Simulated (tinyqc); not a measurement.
All estimates against temperature: estimate of lattice thermal conductivity from elastic moduli (Slack, Klemens and Cahill formulas). Computed by tinyqc, a small Python program. Command: `OMP_NUM_THREADS=1 python tinyqc.py 3022592 3022593 out.jsonl slack walk`. One thread of a shared host (Intel(R) Xeon(R) Processor @ 2.30GHz), about 0.01 s of CPU time with the checks.

An isotropic solid.

Inputs (values chosen for the exercise, for a model crystal):

| quantity | value | unit |
|---|---|---|
| bulk modulus B | 87.3 | GPa |
| shear modulus G | 73 | GPa |
| volume per atom V | 35.9 | angstrom^3 |
| mean atomic mass M | 83.3 | u |
| atoms per primitive cell n | 5 | - |
| volume expansion coefficient alpha_V | 15.7 | ppm/K |
| temperature T | 300 | K |
| disorder parameter Gamma | 0.0061 | - |
| grain size d | 230 | nm |

Grueneisen parameter: from thermal expansion.

Constants: u = 1.6605390666e-27 kg; hbar = 1.054571817e-34 J s; k_B = 1.380649e-23 J/K; h = 6.62607015e-34 J s.

Method:
- rho = M/V; vL = sqrt((B + 4G/3)/rho), vT = sqrt(G/rho); v_m = [(vL^-3 + 2 vT^-3)/3]^(-1/3); Poisson ratio sigma = (3B - 2G)/(6B + 2G); Theta = hbar v_m (6 pi^2/V)^(1/3)/k_B.
- gamma = alpha_V B V/(3 k_B), with the classical heat capacity 3 k_B per atom.
- Slack, an estimate for T near or above Theta_a: kappa = A M Theta_a^3 delta n^(1/3)/(gamma^2 T) in W/(m K), with M in u, delta = V^(1/3) in angstrom, Theta_a = Theta n^(-1/3) and A = 2.43e-6/(1 - 0.514/gamma + 0.228/gamma^2).
- High-temperature forms with the classical heat capacity. Klemens: kappa/kappa_0 = arctan(u)/u, u^2 = pi^2 Theta V Gamma kappa_0/(h v_m^2). Grains: 1/kappa_poly = 1/kappa + 1/(C v_m d/3), C = 3 k_B/(n V), the acoustic branches alone.
- Cahill minimum: kappa_min = (pi/6)^(1/3) k_B V^(-2/3) sum over L, T, T of v (T/Theta_i)^2 int_0^(Theta_i/T) x^3 e^x/(e^x - 1)^2 dx, Theta_i = Theta v_i/v_m (64 Gauss-Legendre points).

Grueneisen parameter gamma = 1.18797

Debye temperature Theta = 432.456 K

v_m = 4791.78 m/s

vL = 6922.38 m/s

vT = 4352.73 m/s

acoustic Debye temperature Theta_a = 252.902 K

Kappa (W/(m K)):

| T (K) | perfect crystal | with point defects | polycrystal | minimum |
|---|---|---|---|---|
| 200 | 89.777 | 44.659 | 29.250 | 0.62797 |
| 300 | 59.852 | 34.025 | 24.280 | 0.71317 |
| 400 | 44.889 | 27.809 | 20.940 | 0.74844 |
| 550 | 32.646 | 22.037 | 17.490 | 0.77147 |
| 750 | 23.941 | 17.396 | 14.434 | 0.78397 |
| 1000 | 17.955 | 13.846 | 11.902 | 0.79049 |
| 1300 | 13.812 | 11.161 | 9.863 | 0.79395 |
| 1700 | 10.562 | 8.891 | 8.047 | 0.79604 |

What does the comparison show, and why?

The perfect crystal follows 1/T. With point defects the exponent runs from -0.67 to -0.85 (the strong-disorder limit is -1/2), and with grains from -0.46 to -0.76. At the highest T it is still 10.1 times the minimum. Rows below Theta_a = 253 K are outside the range of the Slack formula.

Extremes, crossings and ranges named in words are read from the listed rows.
